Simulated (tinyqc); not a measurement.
What each input does: propagation of a band-gap error through k.p and effective-mass formulas.

Chain, for a gap E (the reference Eg or another value), with Ep and Dso kept: 1/me = 1 + Ep (E + 2 Dso/3)/(E (E + Dso)); g* = 2 - 2 Ep Dso/(3 E (E + Dso)); g1(E) = g1 + (Ep/3)(1/E - 1/Eg), g2(E) = g2 + (Ep/6)(1/E - 1/Eg), light hole 1/(g1 + 2 g2), heavy hole 1/(g1 - 2 g2) along [100]; optical constant ei(E) = 1 + (ei - 1)(EP/(EP + E - Eg))^2, static e0(E) = ei(E) + e0 - ei.

Donor: R = Ry me/e0^2, a_B = a0 e0/me, Mott density (0.26/a_B)^3. Nc, Nv = 2 (m kT/(4 pi c))^(3/2), c = hbar^2/2m0, ni = sqrt(Nc Nv) exp(-E/2kT). Exciton: Ry mu/e0^2 with 1/mu = 1/me + g1(E). 1 angstrom^-3 = 1e24 cm^-3.

Constants: Ry = 13.60569312 eV; a0 (Bohr radius) = 0.5291772105 angstrom; kB = 8.617333262e-05 eV/K; hbar^2/2m0 = 3.80998211 eV angstrom^2.

Parameters, chosen for this exercise (reference values near those of InP, gap at low temperature; shifted at random, so the results belong to these values and not to a real crystal): Eg = 1.452 eV (gap at Gamma to the s-like level); Dso = 0.109 eV (spin-orbit splitting); Ep = 21.1 eV (Kane energy); g1 = 5.07 (Luttinger gamma1); g2 = 1.59 (gamma2); e0 = 12.32 (static dielectric constant); ei = 9.56 (optical dielectric constant); EP = 5.1 eV (mean (Penn) gap); mh = 0.38 m0 (density-of-states mass of the holes); T = 77 K (temperature); Eg2 = 3.688 eV (a wrong gap, of the size a hybrid with far too much exact exchange can give).

All at E = Eg2.

One parameter was then changed.

Results before and after:

| case | me (m0) | light hole (m0) | e0 | donor (meV) | exciton (meV) | log10 ni |
|---|---|---|---|---|---|---|
| base | 0.1500 | 0.4208 | 7.90 | 32.726 | 24.792 | -103.112 |
| changed | 0.1500 | 0.4208 | 7.50 | 36.265 | 27.474 | -103.112 |

Which of these changes was made? (a) EP = 4.692 eV; (b) Ep = 19.412 eV; (c) T = 83.16 K; (d) g1 = 5.476; (e) Eg2 = 3.983 eV; (f) Dso = 0.118 eV; (g) ei = 10.325; (h) mh = 0.41 m0.

Answer: (g) ei = 10.325. Of the candidates, run in turn, only this one gives the changed row.

All candidates:

| case | me (m0) | light hole (m0) | e0 | donor (meV) | exciton (meV) | log10 ni |
|---|---|---|---|---|---|---|
| base | 0.1500 | 0.4208 | 7.90 | 32.726 | 24.792 | -103.112 |
| Eg2 = 3.983 eV | 0.1600 | 0.4776 | 7.58 | 37.851 | 28.704 | -112.745 |
| Dso = 0.118 eV | 0.1501 | 0.4208 | 7.90 | 32.747 | 24.805 | -103.112 |
| Ep = 19.412 eV | 0.1609 | 0.3513 | 7.90 | 35.113 | 25.423 | -103.089 |
| g1 = 5.476 | 0.1500 | 0.3594 | 7.90 | 32.726 | 23.699 | -103.112 |
| EP = 4.692 eV | 0.1500 | 0.4208 | 7.69 | 34.546 | 26.171 | -103.112 |
| ei = 10.325 | 0.1500 | 0.4208 | 7.50 | 36.265 | 27.474 | -103.112 |
| mh = 0.41 m0 | 0.1500 | 0.4208 | 7.90 | 32.726 | 24.792 | -103.088 |
| T = 83.16 K | 0.1500 | 0.4208 | 7.90 | 32.726 | 24.792 | -94.122 |

tinyqc: `OMP_NUM_THREADS=1 python tinyqc.py 1880416 1880417 out.jsonl`; about 0.01 s, one thread, shared Intel(R) Xeon(R) Processor @ 2.30GHz.
